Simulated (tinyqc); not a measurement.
Worked calculation: bound state in one dimension: Numerov shooting, finite differences, DVR. Computed by tinyqc, a small Python program that keeps every step. Settings: points = 64. Command: `OMP_NUM_THREADS=1 python tinyqc.py 26563 26564 out.jsonl` (the two numbers bound the seeds that draw the settings). One thread of a shared host (Intel(R) Xeon(R) Processor @ 2.60GHz), about 0.01 s of CPU time with the checks.

## Numerov steps at E = -11.15

One particle of mass 1 in V = -11.38 exp(-x^2/2.17^2) (atomic units), psi = 0 at both ends:
```
parameter                value
left end                    -7
right end                    7
intervals                   64
h                     0.218750
state sought (nodes)         0
```

k_i = 2 m (E - V_i); (1 + h^2 k_(i+1)/12) y_(i+1) = 2 (1 - 5 h^2 k_i/12) y_i - (1 + h^2 k_(i-1)/12) y_(i-1), from y_0 = 0, y_1 = 0.001.

Points along the way:
```
i           x          V           k               y
0   -7.000000  -0.000344  -22.299311        0.000000
1   -6.781250  -0.000653  -22.298694        0.001000
2   -6.562500  -0.001214  -22.297572        0.003171
3   -6.343750  -0.002211  -22.295578        0.009056
4   -6.125000  -0.003946  -22.292108        0.025545
5   -5.906250  -0.006900  -22.286199        0.071940
21  -2.406250  -3.327638  -15.644725   684488.368780
22  -2.187500  -4.119218  -14.061564  1628911.698000
23  -1.968750  -4.996513  -12.306974  3711552.518500
24  -1.750000  -5.938718  -10.422565  8041202.280900
25  -1.531250  -6.916586   -8.466827        1.65e+07
26  -1.312500  -7.893405   -6.513191        3.16e+07
```

## Bisection on the node count

With more sign changes than the state has nodes (the last point included) the energy is too high, else too low; the bracket starts as -11.15 to -0.05.

Trials:
```
trial             E  sign changes  y at the right end   next
1       -5.60000000             3           -2.79e+10  lower
2       -8.37500000             1           -1.44e+14  lower
3       -9.76250000             1           -1.43e+17  lower
4      -10.45625000             0            5.79e+17  raise
5      -10.10937500             1           -2.29e+17  lower
6      -10.28281250             1           -8.25e+16  lower
7      -10.36953125             0            1.49e+17  raise
8      -10.32617188             0            1.38e+16  raise
9      -10.30449219             1           -3.86e+16  lower
10     -10.31533203             1           -1.35e+16  lower
11     -10.32075195             1           -1.11e+14  lower
12     -10.32346191             0            6.79e+15  raise
13     -10.32210693             0            3.32e+15  raise
14     -10.32142944             0            1.60e+15  raise
...             ...           ...                 ...    ...
29     -10.32079593             0            6.31e+09  raise
30     -10.32079592             1           -1.98e+10  lower
31     -10.32079592             1           -6.73e+09  lower
```

eigenvalue = -10.32079592 hartree

## The same grid by other methods

Three-point finite differences and the sine-DVR kinetic matrix of Colbert and Miller on the same points.

Lowest levels (hartree):
```
state  finite differences         DVR
0              -10.327146  -10.320713
1               -8.314559   -8.285628
2               -6.488241   -6.422326
```
